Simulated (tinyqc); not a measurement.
Two-diode model of a solar cell: one step of the calculation.

J is the current delivered and Vj = V + J Rs the junction voltage. J = X JL - J01 (exp(Vj/(n1 Vt)) - 1) - J02 (exp(Vj/(2 Vt)) - 1) - Vj/Rp. The photocurrent does not depend on voltage.

Problem. New Vj. Maximum power: dP/dVj = f = J (1 + 2 Rs G) - G Vj = 0. G = -dJ/dVj = J01 exp(Vj/(n1 Vt))/(n1 Vt) + J02 exp(Vj/(2 Vt))/(2 Vt) + 1/Rp. H = dG/dVj; f' = -2 G - 2 Rs G^2 + (2 Rs J - Vj) H; Vj(new) = Vj - f/f'.

Inputs (values chosen for the exercise); values of the order met in cells of a lead-halide perovskite: temperature T = 273 K; photocurrent at one sun JL = 21.1 mA/cm^2; concentration X = 1 suns; saturation current of the first diode J01 = 1.9e-24 A/cm^2; ideality factor of the first diode n1 = 1; series resistance Rs = 0.42 ohm cm^2; shunt resistance Rp = 500 ohm cm^2; saturation current of the second diode (ideality 2) J02 = 5.5e-13 A/cm^2.

Constants: q = 1.602176634e-19 C, kB = 1.380649e-23 J/K, Vt = kB T/q. Results are converted to the units shown.

Vj after iteration 1 = 0.99233378 V

Find: J; G; H; f; f'; Vj after iteration 2.

Solution.

J = 18.32 mA/cm^2
G = 0.01905 S/cm^2
H = 0.3659 S/(cm^2 V)
f = -0.2932 mA/cm^2
f' = -0.3959 S/cm^2
Vj after iteration 2 = 0.9916 V

tinyqc, about 0.02 s, one thread, Intel Xeon 2.30GHz (shared host): `OMP_NUM_THREADS=1 python tinyqc.py 2280132 2280133 out.jsonl`
